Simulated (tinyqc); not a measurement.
Worked calculation: one-electron ion in a basis of Gaussians. One step of it, computed by the program tinyqc.

Question. Matrices over normalised Gaussians. With p = a_i + a_j and I(k) = Gamma((k+1)/2) / (2 p^((k+1)/2)): S = I(2l+2), T = (2l+3) a_i a_j S / p, V = -Z I(2l+1), each divided by sqrt(S_ii S_jj).

exponents of r^l exp(-a r^2) (1/bohr^2): 0.051600  0.238000

Z = 1

l = 0

Give: S; T; V.

Answer.

S:
```
        1       2
1  1.0000  0.6695
2  0.6695  1.0000
```

T (hartree):
```
        1       2
1  0.0774  0.0852
2  0.0852  0.3570
```

V (hartree):
```
         1        2
1  -0.3625  -0.4066
2  -0.4066  -0.7785
```
